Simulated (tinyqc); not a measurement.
Deep level with several charge states, and Shockley-Read-Hall recombination, step by step. Values are carried at full precision from step to step, so a last printed digit may differ when a step is redone from the rounded ones.

Energies from Ev. The defect has charge states 0, -1, -2 with weights 1, gm exp((EF - E1)/kT), exp((2 EF - E1 - E2)/kT); the shares are the weights over their sum. Boltzmann carriers: n = Nc exp((EF - Eg)/kT), p = Nv exp(-EF/kT). Neutrality: p - n + Nd + Nt <q> = 0.

Constants: kB = 8.617333262e-05 eV/K.

Values chosen for the exercise (gap and densities of states near those of GaAs at this temperature; not measured data):
- Eg = 1.419 eV (gap)
- Nc = 4.42e+17 1/cm^3 (conduction-band density of states)
- Nv = 9.39e+18 1/cm^3 (valence-band density of states)
- T = 300 K
- E1 = 0.468 eV (level (0/-1) above Ev)
- E2 = 1.046 eV (level (-1/-2) above Ev)
- gm = 2 (degeneracy of the middle state, the others 1)
- Nt = 2.5e+15 1/cm^3 (defects)
- Nd = -1.5e+15 1/cm^3 (ionised shallow donors minus acceptors)
- E_try = 0.606 eV (trial Fermi level)
- Et = 1.046 eV (recombination level above Ev)
- sn = 3.4e-16 cm^2 (electron capture cross-section)
- sp_ = 2.2e-14 cm^2 (hole capture cross-section)
- vth = 21000000 cm/s (thermal velocity, both carriers)
- Nm = 2.5e+16 1/cm^3 (equilibrium holes for the lifetime steps)
- dn = 3.8e+12 1/cm^3 (excess pairs)

## Charge states at a trial Fermi level

Form the exponents, the shares, the mean charge and the residual of neutrality at EF = E_try.

exponents of the second and third weights: [5.338, -11.682]

shares: 0 0.0024, -1 0.9976, -2 0.0000

<q> = -0.9976

n, p (1/cm^3): [9.72e+03, 6.20e+08]

residual = -3.99e+15 1/cm^3

The residual is negative, so EF must fall.

## The neutral state

Solve for EF.

EF = 0.2260 eV

shares at EF: 0 1.000, -1 0.000, -2 0.000

n = 0.00402 1/cm^3
p = 1.50e+15 1/cm^3

Without the defects the majority density would be 1.50e+15 1/cm^3; with them the density of these carriers is 1.50e+15, nearly the same. Most defects are in the state 0.

## Recombination through one level

One level at Et with degeneracy 1: tn = 1/(sn vth Nt), tp = 1/(sp_ vth Nt), n1 = Nc exp((Et - Eg)/kT), p1 = Nv exp(-Et/kT), ni^2 = n1 p1. Equilibrium p0 = Nm, n0 = ni^2/Nm; n = n0 + dn, p = p0 + dn. U = (n p - ni^2)/(tp (n + n1) + tn (p + p1)), lifetime dn/U; emission rates en = sn vth n1, ep = sp_ vth p1.

Evaluate each quantity.

tn, tp (microsecond): [0.05602, 0.0008658]

n1, p1 (1/cm^3): [2.39e+11, 25.2]

U = 6.78e+19 1/(cm^3 s)
lifetime = 0.0560 microsecond

The lifetime is 1.000 times the minority capture time tn and 0.985 times tn + tp, the limit of high injection.

## Emission and generation in a depleted region

With n = p = 0 the level generates pairs at G = Nt en ep/(en + ep); generation lifetime tg = ni/G; current density e G W for a width W = 1 micrometre, e = 1.602176634e-19 C.

en, ep (1/s): [1.71e+03, 1.16e-05]

G = 2.91e+10 1/(cm^3 s)
tg = 84.5 microsecond
current density = 4.66e-13 A/cm^2

The slower step, hole emission, limits the rate: en/ep = 1.47e+08.

## Checks

- U against hole capture minus emission at the steady occupation of the level (1/(cm^3 s)): both 6.783e+19.

Program tinyqc; command `OMP_NUM_THREADS=1 python tinyqc.py 1652581 1652582 out.jsonl`; about 0.01 s on one thread of a shared Intel(R) Xeon(R) Processor @ 2.30GHz.
